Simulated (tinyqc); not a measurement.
# Single-electron transistor, orthodox theory and master equation, step by step

tinyqc, about 0.01 s, one thread, Intel Xeon 2.30GHz (shared host): `OMP_NUM_THREADS=1 python tinyqc.py 2780128 2780129 out.jsonl` Printed values are rounded.

A metal island with n extra electrons joins the left lead (voltage V) and the right lead (0 V) by tunnel junctions and couples to a gate. Cs = CL + CR + Cg. Adding electron n + 1 costs mu(n) = [q (n + 1/2) - CL V - Cg Vg]/Cs (in volts); the Fermi levels are -V (left) and 0 (right). A jump that gains the energy W has the rate G(W) = (W/q)/(R [1 - exp(-W/Vt)]), W in volts, Vt = kB T/q. Sequential tunnelling only; I > 0 flows from left to right.

Values chosen for this exercise:
- CL = 23 aF (capacitance of the left junction)
- CR = 25 aF (capacitance of the right junction)
- Cg = 13 aF (gate capacitance)
- RL = 74 kohm (resistance of the left junction)
- RR = 74 kohm (resistance of the right junction)
- T = 2.7 K (temperature)
- V = 2.1 mV (bias of the left lead)
- Vg = 2.7 mV (gate voltage)
- n0 = -1 (lowest charge state kept)
- n1 = 2 (highest charge state kept)

Constants: q = 1.602176634e-19 C, kB = 1.380649e-23 J/K, Vt = kB T/q. Results are converted to the units shown.

Range of the model: Cotunnelling, which dominates deep in the blockade, is left out. A junction resistance within a factor of four of h/q^2 = 25.8 kohm strains the orthodox theory.

## Charging energy and addition levels

q/Cs, the gate period q/Cg, and mu(n) for the transitions kept.

q/Cs = 2.62652 mV
q/Cg = 12.3244 mV
kB T/(q^2/Cs) = 0.0885842
mu(n), n to n + 1, n -1 to 1 (mV): [-2.68047, -0.05395, 2.57257]

## Tunnelling rates

Onto the island: from the left W = -V - mu(n), from the right W = -mu(n); off the island (n + 1 to n): to the left W = mu(n) + V, to the right W = mu(n).

| n to n + 1, n | on from left (1/ns) | on from right (1/ns) | off to left (1/ns) | off to right (1/ns) |
|---|---|---|---|---|
| -1 | 53.3627 | 226.086 | 4.40287 | 0.00224360 |
| 0 | 0.0261770 | 21.9875 | 172.599 | 17.4368 |
| 1 | 7.47954e-7 | 0.00342389 | 394.106 | 216.986 |

## Probabilities and current

Steady state: p(n + 1)/p(n) = (sum of on rates)/(sum of off rates), normalised. I = q sum_n [p(n + 1) (off to left) - p(n) (on from left)].

p(n), n -1 to 2: [0.0139303, 0.883702, 0.102368, 5.73682e-7]
I = 3.33143 nA
mean n = 0.0884384

Two plain resistors in series would pass 14.2 nA; this is 23.5 % of that. 3 charge states hold more than 1 % each.
